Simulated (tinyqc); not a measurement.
Bottom-up copper filling of a trench by curvature-enhanced accelerator coverage. Changing the overpotential eta. Computed by tinyqc, a small Python program. Command: `OMP_NUM_THREADS=1 python tinyqc.py 3019787 3019788 out.jsonl superfill sweep`. One thread of a shared host (Intel(R) Xeon(R) Processor @ 2.30GHz), about 0.1 s of CPU time with the checks.

A rectangular trench keeps vertical walls and a flat floor. An accelerator floats on the surface; where area is lost in the corners it is passed on to the floor.

Inputs (values chosen for the exercise, close to those used for damascene copper plating):
```
quantity                                           value     unit
trench width w                                        72       nm
aspect ratio h/w                                     2.6        -
exchange current of the suppressed surface i_0     0.044  mA/cm^2
exchange current of the accelerated surface i_1      2.1  mA/cm^2
transfer coefficient alpha                          0.53        -
starting coverage theta_0                          0.019        -
adsorption rate k_a                              8.8e-05      1/s
cupric ion concentration C                          0.22    mol/l
diffusivity D                                    4.9e-06   cm^2/s
boundary layer delta                                  64       um
temperature T                                        298        K
```

Constants: e = 1.602176634e-19 C; N_A = 6.02214076e+23 1/mol; k_B = 8.617333262e-05 eV/K.

Method. Kinetic current i_k = [i_0 (1 - theta) + i_1 theta] exp(alpha eta/(k_B T)), limit i_L = 2 F D C/delta, i = 1/(1/i_k + 1/i_L); velocity v = i Omega/(2F), Omega = 7.11 cm^3/mol, F = e N_A. Depletion inside the trench is ignored. Half width x, floor height y, depth h = aspect ratio x w. dx/dt = -v_s, dy/dt = v_b. d theta_b/dt = k_a (1 - theta_b) + [theta_s v_b + theta_b v_s]/x: the floor takes the accelerator of the wall it covers and keeps its own as it narrows. d theta_s/dt = k_a (1 - theta_s). theta_b is capped at 1. Integrate (tolerance 1e-9) until the walls meet (x = 0.02 w/2) or the floor passes the original mouth y = h. Start: x = w/2, y = 0, theta_b = theta_s = theta_0. Height filled = y/h, opening left = x/(w/2).

One run for each value; columns: (1) overpotential eta (V); (2) ratio v(1)/v(theta_0); (3) share of the height filled from the floor; (4) opening left, as a share of w; (5) time at the end (s):
```
(1)       (2)      (3)   (4)     (5)
0.060  20.856  0.77245  0.02  264.05
0.098  17.315  0.72666  0.02  136.18
0.140  12.232  0.61986  0.02   63.01
0.210   5.097  0.40993  0.02   17.78
0.250   2.982  0.31894  0.02    9.50
0.280   2.109  0.27076  0.02    6.49
0.320   1.499  0.22982  0.02    4.50
0.360   1.221  0.20798  0.02    3.63
```

Give the missing row, overpotential eta (V) = 0.170.

Computed row; columns: (1) overpotential eta (V); (2) ratio v(1)/v(theta_0); (3) share of the height filled from the floor; (4) opening left, as a share of w; (5) time at the end (s):
```
(1)      (2)      (3)   (4)    (5)
0.170  8.689  0.52689  0.02  36.18
```

Interpolating between the two neighbouring rows (the first column on a logarithmic scale, the others too where they are positive) misses most in ratio v(1)/v(theta_0), by 7.4 %. Over the rows, ratio v(1)/v(theta_0) falls from 20.9 to 1.22 (exponent d ln y / d ln x -0.38 between the first rows and -1.7 between the last); share of the height filled from the floor falls from 0.772 to 0.208 (exponent d ln y / d ln x -0.12 between the first rows and -0.85 between the last); opening left, as a share of w does not change. A high overpotential drives the accelerated surface towards the diffusion limit first, which lowers the contrast in speed.

Caution (all rows): real profiles develop slanted corners, and accelerator is consumed; both are left out.
